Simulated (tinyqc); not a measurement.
Inside a calculation. Method: Pariser-Parr-Pople SCF with singles CI, for the molecule [CH2+]c1ccccc1 (SMILES; centres numbered as the heavy atoms are written). Computed by tinyqc, a small Python program that keeps every step. Settings: charge = 1, gamma = MN, start = huckel, damping = 0, iteration cap = 80, excitations kept = 9. Command: `OMP_NUM_THREADS=1 python tinyqc.py 28435 28436 out.jsonl` (the two numbers bound the seeds that draw the settings). One thread of a shared host (Intel(R) Xeon(R) Processor @ 2.60GHz), about 0.01 s of CPU time with the checks.

Centres (angstrom, eV; a flat drawing with bonds scaled to 1.40 angstrom):

| centre | x | y | core charge z | W | gamma_rr |
|---|---|---|---|---|---|
| 1C | 2.4000 | 0.0000 | 1 | 11.1600 | 11.1300 |
| 2C | 1.0000 | 0.0000 | 1 | 11.1600 | 11.1300 |
| 3C | 0.3000 | 1.2120 | 1 | 11.1600 | 11.1300 |
| 4C | -1.1000 | 1.2120 | 1 | 11.1600 | 11.1300 |
| 5C | -1.8000 | 0.0000 | 1 | 11.1600 | 11.1300 |
| 6C | -1.1000 | -1.2120 | 1 | 11.1600 | 11.1300 |
| 7C | 0.3000 | -1.2120 | 1 | 11.1600 | 11.1300 |

Resonance integrals (eV):

| i | j | beta |
|---|---|---|
| 1 | 2 | -2.3900 |
| 2 | 3 | -2.3900 |
| 3 | 4 | -2.3900 |
| 4 | 5 | -2.3900 |
| 5 | 6 | -2.3900 |
| 6 | 7 | -2.3900 |
| 7 | 2 | -2.3900 |

Stop when output and input P, before any damping, agree to 1e-7.

Course of the cycle:

| iteration | E (eV) | largest \|P(out) - P(in)\| |
|---|---|---|
| 1 | -80.051452 | 1.12e-01 |
| 2 | -80.199763 | 1.57e-02 |
| 3 | -80.204902 | 3.65e-03 |
| 4 | -80.205362 | 1.08e-03 |
| 5 | -80.205410 | 3.38e-04 |
| 6 | -80.205415 | 1.09e-04 |
| 7 | -80.205416 | 3.54e-05 |
| 8 | -80.205416 | 1.16e-05 |
| 9 | -80.205416 | 3.83e-06 |
| 10 | -80.205416 | 1.27e-06 |
| 11 | -80.205416 | 4.19e-07 |
| 12 | -80.205416 | 1.39e-07 |
| 13 | -80.205416 | 4.61e-08 |

Can the last value be used, and what does the course show?

Yes. Converged in 13 iterations.
